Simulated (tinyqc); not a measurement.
What moves the results: Tamm state at the end of a one-band chain. A value that a table varies takes the place of the one given here.

A half-infinite chain with site energy 0 and hopping -t, band E = -2t cos(ka); the end site has energy D. The surface Green function of the unperturbed half chain is g = (E -/+ sqrt(E^2 - 4t^2))/(2t^2), the root with |t g| <= 1 and Im g <= 0, and with the shift G = g/(1 - D g).

Parameters, chosen for this exercise: t = 1.52 eV (hopping); a = 4 angstrom (spacing); D = -3.53 eV (shift of the end site); E = -0.05 eV (energy in the band).

## Threshold for a surface state

For |D| > t: E = D + t^2/D, weight on the end site 1 - t^2/D^2, decay length of the amplitude a/ln|D/t|; a dash: no bound state. The last column is the surface density -Im G/pi at E = 0.

Against D:

| D/t | D (eV) | E (eV) | end weight | decay length (angstrom) | density at E = 0 (1/eV) |
|---|---|---|---|---|---|
| -3.00 | -4.560 | -5.0667 | 0.8889 | 3.64 | 0.0209 |
| -2.00 | -3.040 | -3.8000 | 0.7500 | 5.77 | 0.0419 |
| -1.40 | -2.128 | -3.2137 | 0.4898 | 11.89 | 0.0707 |
| -1.10 | -1.672 | -3.0538 | 0.1736 | 41.97 | 0.0948 |
| -0.80 | -1.216 | - | - | - | 0.1277 |
| 0.50 | 0.760 | - | - | - | 0.1675 |
| 0.95 | 1.444 | - | - | - | 0.1101 |
| 1.05 | 1.596 | 3.0436 | 0.0930 | 81.98 | 0.0996 |
| 1.30 | 1.976 | 3.1452 | 0.4083 | 15.25 | 0.0778 |
| 2.50 | 3.800 | 4.4080 | 0.8400 | 4.37 | 0.0289 |

A state splits off only for |D| > t = 1.52 eV, although in the middle of an endless chain any shift binds one. Just past the threshold, at D/t = 1.05, it lies 3.6 meV outside the band and spreads over 82.0 angstrom; at D/t = -3 it holds 89 % of the end site, and the density left at the band centre has fallen to 0.10 of the clean value.

## What each parameter does

E = D + t^2/D, weight 1 - (t/D)^2, decay length -a/ln|t/D|, surface density -Im G/pi at E. Each row changes one parameter from the base and keeps the others.

Results:

| case | bound level (eV) | weight | decay (angstrom) | density (1/eV) |
|---|---|---|---|---|
| base | -4.1845 | 0.8146 | 4.747 | 0.0331 |
| t = 1.596 eV | -4.2516 | 0.7956 | 5.039 | 0.0342 |
| D = -4.236 eV | -4.7814 | 0.8712 | 3.903 | 0.0241 |
| a = 4.4 angstrom | -4.1845 | 0.8146 | 5.222 | 0.0331 |
| E = -0.025 eV | -4.1845 | 0.8146 | 4.747 | 0.0330 |

The largest shifts from the base row, up to three for each result and ties (the steps differ in size, so this ranks the rows, not the parameters). bound level (eV): D -0.5969, t -0.0671; unchanged at the printed digits by a and E. weight: D +0.0567, t -0.0190; unchanged at the printed digits by a and E. decay (angstrom): D -0.844, a +0.475, t +0.292; unchanged at the printed digits by E. density (1/eV): D -0.0090, t +0.0011, E -0.0002; unchanged at the printed digits by a.

Run: tinyqc, `OMP_NUM_THREADS=1 python tinyqc.py 1482431 1482432 out.jsonl`; Intel(R) Xeon(R) Processor @ 2.30GHz, one thread, shared host; about 0.01 s of CPU time with all checks.
